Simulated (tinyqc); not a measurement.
# Inputs raised by 5 %, one at a time

Model: Haynes-Shockley experiment: drift, diffusion and decay of a minority-carrier pulse. Computed by tinyqc, a small Python program. Command: `OMP_NUM_THREADS=1 python tinyqc.py 3114025 3114026 out.jsonl haynes sens`. One thread of a shared host (Intel(R) Xeon(R) Processor @ 2.30GHz), about 0.02 s of CPU time with the checks.

A thin sheet of excess carriers is made at x = 0, t = 0 in a long uniform bar; injection is low, so the pulse moves with the minority mobility.

Inputs (values chosen for the exercise, modelled on holes in n-type germanium in a lightly doped bar): minority mobility mu = 1970 cm^2/(V s); lifetime tau = 45 microsecond; temperature T = 250 K; field F = 9.1 V/cm; distance d to the collector = 0.82 cm; injected sheet density N0 = 2.4e+09 1/cm^2.

Constants: k_B = 8.617333262e-05 eV/K.

Method:
- D = mu k_B T/e, v = mu F.
- Transit time d/v, diffusion length sqrt(D tau), drift length v tau, Peclet number v d/D = e F d/(k_B T).
- dn(x, t) = N0/sqrt(4 pi D t) exp(-(x - v t)^2/(4 D t) - t/tau).
- At fixed x the signal peaks where d ln(dn)/dt = 0: a t^2 + t/2 - x^2/(4 D) = 0 with a = v^2/(4 D) + 1/tau.
- The full width at half maximum is found by solving dn(x, t) = peak/2 on both sides of the peak.
- With w the full width at half maximum: mu = d/(F t_p); D = (w d)^2/(16 ln2 t_p^3); Einstein ratio D/mu against k_B T/e.

Runs; columns: (1) input moved; (2) from; (3) to; (4) time of the peak t_p (microsecond); (5) width at half maximum (microsecond); (6) apparent mobility (cm^2/(V s)); (7) apparent D (cm^2/s):
```
(1)                                        (2)         (3)     (4)     (5)     (6)     (7)
base run                                     -           -  45.345  8.0983  1987.2  42.647
minority mobility mu (cm^2/(V s))         1970      2068.5  43.197  7.7158  2086.0  44.780
lifetime tau (microsecond)                  45       47.25  45.357  8.1016  1986.7  42.647
temperature T (K)                          250       262.5  45.325  8.2939  1988.1  44.790
field F (V/cm)                             9.1       9.555  43.214  7.5335  1985.9  42.637
distance d to the collector (cm)          0.82       0.861  47.618  8.2990  1987.0  42.637
injected sheet density N0 (1/cm^2)  2400000000  2520000000  45.345  8.0983  1987.2  42.647
```

Exponents ln(y'/y) / ln(x'/x):
```
input                        time of the peak t_p  width at half maximum  apparent mobility  apparent D
minority mobility mu                       -0.994                 -0.992              0.994       1.000
lifetime tau                                0.006                  0.008             -0.006       0.000
temperature T                              -0.009                  0.489              0.009       1.005
field F                                    -0.986                 -1.482             -0.014      -0.005
distance d to the collector                 1.003                  0.502             -0.003      -0.005
injected sheet density N0                   0.000                  0.000              0.000       0.000
```

Among the inputs moved here: time of the peak t_p answers most in size to distance d to the collector (exponent +1.003), and about equally to minority mobility mu (-0.994), field F (-0.986); its exponent is below 0.0005 for injected sheet density N0. Its exponent -0.986 in field F: pure drift, t = d/(mu F). Width at half maximum answers most in size to field F (exponent -1.482), next to minority mobility mu (-0.992); its exponent is below 0.0005 for injected sheet density N0. Its exponent -1.482 in field F: sqrt(D t)/v with t = d/v. Its exponent +0.502 in distance d to the collector: the spread grows as sqrt(t). Apparent mobility answers most in size to minority mobility mu (exponent +0.994), next to field F (-0.014); its exponent is below 0.0005 for injected sheet density N0. Apparent D answers most in size to temperature T (exponent +1.005), and about equally to minority mobility mu (+1.000); its exponent is below 0.0005 for lifetime tau, injected sheet density N0.

Extremes, crossings and ranges named in words are read from the listed rows.
